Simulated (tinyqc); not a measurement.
Ellipsometry and reflectance of a transparent film on an absorbing substrate: two steps of the calculation.

Air (index 1), film, substrate with N2 = n2 - i k2; time factor exp(+i w t). q_j = sqrt(N_j^2 - sin^2 th), root with positive real part. Fresnel coefficients r_s = (q_a - q_b)/(q_a + q_b), r_p = (N_b^2 q_a - N_a^2 q_b)/(N_b^2 q_a + N_a^2 q_b). tan(Psi) exp(i Delta) = R_p/R_s, Delta taken from 0 to 360 degrees.

Values chosen for this exercise; indices close to those of silicon dioxide on silicon:
```
symbol  value     unit                                  meaning
lam     632.8       nm                               wavelength
th         65  degrees                       angle of incidence
n1      1.446                     index of the transparent film
d         1.6       nm                           film thickness
n2      3.882                            index of the substrate
k2      0.019           extinction coefficient of the substrate
```

Question 1. Interface coefficients and thickness period. q0, q1, q2 and the coefficients r01 and r12 for p and s; the results repeat in d with the period lam/(2 q1).

Give: q0; q1; q2; r01,p; r01,s; r12,p; r12,s; period.

Answer 1.

q0 = 0.4226
q1 = 1.127
q2 = 3.775-0.020i
r01,p = -0.1209
r01,s = -0.4545
r12,p = 0.3654-0.0020i
r12,s = -0.5403+0.0018i
period = 280.8 nm

Question 2. Psi, Delta and reflectances. beta = 2 pi d q1/lam, X = exp(-2 i beta), R = (r01 + r12 X)/(1 + r01 r12 X) for p and s.

q1 = 1.1267308
r01,p = -0.12090762
r01,s = -0.45445699
r12,p = 0.36535582-0.00199828i
r12,s = -0.54025382+0.00183281i

Find: beta; X; R_p; R_s; Psi; Delta; |R_p|^2; |R_s|^2.

Answer 2.

beta = 0.017900 rad
X = 0.99936-0.03579i
R_p = 0.25538-0.01626i
R_s = -0.79850+0.01083i
Psi = 17.768 degrees
Delta = 177.13 degrees
|R_p|^2 = 0.065486
|R_s|^2 = 0.63772

The bare substrate gives Psi = 17.76 and Delta = 179.58 degrees.

tinyqc, about 0.01 s, one thread, Intel Xeon 2.30GHz (shared host): `OMP_NUM_THREADS=1 python tinyqc.py 2870202 2870203 out.jsonl`
